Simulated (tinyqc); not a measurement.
## Hole mobility in a silicon inversion layer, empirical terms and Matthiessen rule: effect of the reverse body bias

Inversion layer of sheet density Ns on a uniformly doped body. The mobility terms are empirical power laws with prefactors chosen for the exercise; adding their inverses (Matthiessen) is itself an approximation.

ni = sqrt(Nc Nv) exp(-Eg/(2 Vt)), Eg in volts; Ndep = sqrt(2 eps0 eps_r Nb (2 Vt ln(Nb/ni) + Vsb)/q); E = q (Ndep + eta Ns)/(eps0 eps_r), in MV/cm. With t = T/(300 K): muC = Ac (Ns/1e12 cm^-2) t/(Nb/1e17 cm^-3 + Nit/1e11 cm^-2), muP = Ap E^(-1/3) t^(-1.75), muS = As E^(-gs); 1/mu is the sum of the inverses.

Parameters, values chosen for the exercise; material values close to those of silicon:
```
symbol    value        unit                                                meaning
T           293           K                                            temperature
Eg         1.13          eV                                               band gap
eps_r      11.9                         relative permittivity of the semiconductor
Nc      2.75e19       cm^-3                 conduction-band density of states at T
Nv      2.51e19       cm^-3                    valence-band density of states at T
Nb       1.8e17       cm^-3                                            body doping
eta      0.3333              weight of the inversion charge in the effective field
Ap          123  cm^2/(V s)           phonon-limited mobility at 1 MV/cm and 300 K
As          571  cm^2/(V s)                  roughness-limited mobility at 1 MV/cm
gs          1.3                                     exponent of the roughness term
Ac         2100  cm^2/(V s)                                      Coulomb prefactor
Nit      1.1e12       cm^-2                                charge at the interface
Ns       8.5e12       cm^-2                                      inversion density
```

Constants: q = 1.602176634e-19 C, kB = 1.380649e-23 J/K, Vt = kB T/q, eps0 = 8.8541878128e-14 F/cm where lengths are in cm. Results are converted to the units shown.

The same in every row: muC (cm^2/(V s)) = 1362.

Result of one run:
```
Vsb (V),E (MV/cm),muP (cm^2/(V s)),muS (cm^2/(V s)),mu (cm^2/(V s))
0.4,0.6953,144.7,915.8,114.5
```

What becomes of these results when the reverse body bias Vsb is changed from 0.4 to 0 V, all else the same?

Result of the changed run:
```
Vsb (V),E (MV/cm),muP (cm^2/(V s)),muS (cm^2/(V s)),mu (cm^2/(V s))
0,0.6501,148.0,999.5,117.8
```

The whole series:
```
Vsb (V),E (MV/cm),muP (cm^2/(V s)),muS (cm^2/(V s)),mu (cm^2/(V s))
0,0.6501,148.0,999.5,117.8
0.4,0.6953,144.7,915.8,114.5
0.8,0.7339,142.1,853.7,111.8
1.2,0.7681,140.0,804.6,109.6
1.6,0.7991,138.1,764.3,107.7
2,0.8277,136.5,730.1,106.1
2.4,0.8544,135.1,700.6,104.6
```

As Vsb goes from 0 to 2.4 V, E rises from 0.650 to 0.854 MV/cm and mu falls from 118 to 105 cm^2/(V s). The phonon term is the smallest in the first and the last row.

tinyqc, about 0.01 s, one thread, Intel Xeon 2.30GHz (shared host): `OMP_NUM_THREADS=1 python tinyqc.py 2510047 2510048 out.jsonl`
